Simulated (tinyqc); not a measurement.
Worked calculation: RHF in the sto-6g basis, for H4, spin multiplicity 1. One step of it, computed by the program tinyqc.

Problem. Iteration 1: building the Fock matrix. J_ij = sum D_kl (ij|kl), K_ij = sum D_kl (ik|jl); F = H + J - 0.5 K; E = tr D H + tr D J / 2 - 0.25 tr D K + E_nn.

D at the start, lower triangle:
```
           1H 1s      2H 1s     3H 1s     4H 1s
1H 1s   0.689533
2H 1s   0.689533   0.689533
3H 1s  -0.231762  -0.231762  0.689533
4H 1s  -0.231762  -0.231762  0.689533  0.689533
```

core Hamiltonian H = T + V (hartree), lower triangle:
```
           1H 1s      2H 1s      3H 1s      4H 1s
1H 1s  -1.826434
2H 1s  -1.388120  -1.826434
3H 1s  -0.713781  -0.560311  -1.826434
4H 1s  -0.560311  -0.713781  -1.388120  -1.826434
```

Two-electron integrals (ij|kl) in chemists' order, unique and non-zero (hartree):
```
(11|11) 0.774999   (21|11) 0.422978   (21|21) 0.272794   (22|11) 0.555781
(22|21) 0.422978   (22|22) 0.774999   (31|11) 0.176085   (31|21) 0.101995
(31|22) 0.141905   (31|31) 0.058179   (32|11) 0.118506   (32|21) 0.078086
(32|22) 0.123381   (32|31) 0.040068   (32|32) 0.030770   (33|11) 0.378082
(33|21) 0.229672   (33|22) 0.333252   (33|31) 0.176085   (33|32) 0.123381
(33|33) 0.774999   (41|11) 0.123381   (41|21) 0.078086   (41|22) 0.118506
(41|31) 0.040068   (41|32) 0.030481   (41|33) 0.118506   (41|41) 0.030770
(42|11) 0.141905   (42|21) 0.101995   (42|22) 0.176085   (42|31) 0.047313
(42|32) 0.040068   (42|33) 0.141905   (42|41) 0.040068   (42|42) 0.058179
(43|11) 0.229672   (43|21) 0.148736   (43|22) 0.229672   (43|31) 0.101995
(43|32) 0.078086   (43|33) 0.422978   (43|41) 0.078086   (43|42) 0.101995
(43|43) 0.272794   (44|11) 0.333252   (44|21) 0.229672   (44|22) 0.378082
(44|31) 0.141905   (44|32) 0.118506   (44|33) 0.555781   (44|41) 0.123381
(44|42) 0.176085   (44|43) 0.422978   (44|44) 0.774999
```

nuclear repulsion = 2.81878642 hartree

Give: Coulomb J; exchange K; Fock matrix F; total energy of this density.

Solution.

Coulomb J (hartree), lower triangle:
```
        1H 1s   2H 1s   3H 1s   4H 1s
1H 1s  2.0486
2H 1s  1.3144  2.0486
3H 1s  0.6338  0.4834  2.0486
4H 1s  0.4834  0.6338  1.3144  2.0486
```

exchange K (hartree), lower triangle:
```
        1H 1s   2H 1s   3H 1s   4H 1s
1H 1s  1.2001
2H 1s  1.0594  1.2001
3H 1s  0.3869  0.3594  1.2001
4H 1s  0.3594  0.3869  1.0594  1.2001
```

Fock matrix F (hartree), lower triangle:
```
         1H 1s    2H 1s    3H 1s    4H 1s
1H 1s  -0.3779
2H 1s  -0.6034  -0.3779
3H 1s  -0.2734  -0.2566  -0.3779
4H 1s  -0.2566  -0.2734  -0.6034  -0.3779
```

total energy of this density = -2.131231 hartree
